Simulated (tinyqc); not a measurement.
# Bandgap voltage reference from two bipolar transistors, step by step

tinyqc, about 0.02 s, one thread, Intel Xeon 2.30GHz (shared host): `OMP_NUM_THREADS=1 python tinyqc.py 2062053 2062054 out.jsonl` Printed values are rounded.

Two transistors of area 1 and N carry the same current I. Is(T) = Is (T/T0)^eta exp[(Vg0 q/kB)(1/T0 - 1/T)], VBE1 = Vt ln(I/Is(T)) + I rb, VBE2 = Vt ln(I/(N Is(T))) + I rb/N. The amplifier forces I R1(T) = VBE1 - VBE2 + Vos, with R(T) = R (1 + tc (T - T0)) for both resistors, and the output is Vref = VBE1 + I R2(T). Base currents and the Early effect are neglected.

Parameters, values chosen for the exercise; values of the order met in silicon bipolar transistors:
```
symbol    value   unit                                                   meaning
T0          300      K                                     reference temperature
Vg0       1.193      V                      band-gap voltage extrapolated to 0 K
eta         4.2                   temperature exponent of the saturation current
Is      6.7e-17      A           saturation current of the unit transistor at T0
N             4                              area ratio of the second transistor
R1           16   kohm  resistor across which the difference of VBE falls, at T0
tc            0  ppm/K                 temperature coefficient of both resistors
Vos           0     mV                                   offset of the amplifier
rb            0    ohm                  series resistance of the unit transistor
R2        295.7   kohm                                     output resistor at T0
T           333      K                                               temperature
```

Constants: q = 1.602176634e-19 C, kB = 1.380649e-23 J/K. Results are converted to the units shown.

## Operating point at the reference temperature

Vt = kB T/q; I = (Vt ln N + Vos)/(R1(T) - rb (1 - 1/N)). Evaluate at T = T0.

Vt = 0.0258520 V
I = 2.23991 uA
Is(T) = 6.7e-17 A
VBE1 = 0.626465 V
I R2 = 0.662340 V
Vref = 1.28881 V

## Operating point at another temperature

Vt = kB T/q; I = (Vt ln N + Vos)/(R1(T) - rb (1 - 1/N)).

Vt = 0.0286957 V
I = 2.48629 uA
Is(T) = 1.00584e-14 A
VBE1 = 0.554564 V
I R2 = 0.735197 V
Vref = 1.28976 V

From T0 to T, VBE1 changes by -71.9 mV and I R2 by 72.9 mV, which leaves 0.956 mV in Vref.

## Resistor for zero slope at T0, ideal case

With tc = 0, Vos = 0 and rb = 0 the current is proportional to T, dVBE/dT = (VBE - Vg0 - (eta - 1) Vt)/T, and Vref has zero slope at T0 when Vref = Vg0 + (eta - 1) Vt0. Find VBE1, its slope, that Vref, R2/R1 and the curvature d2Vref/dT2 = -(eta - 1) kB/(q T0).

VBE1 = 0.626465 V
dVBE/dT = -2.16420 mV/K
Vref = 1.27573 V
R2/R1 = 18.1163
curvature = -0.919182 uV/K^2
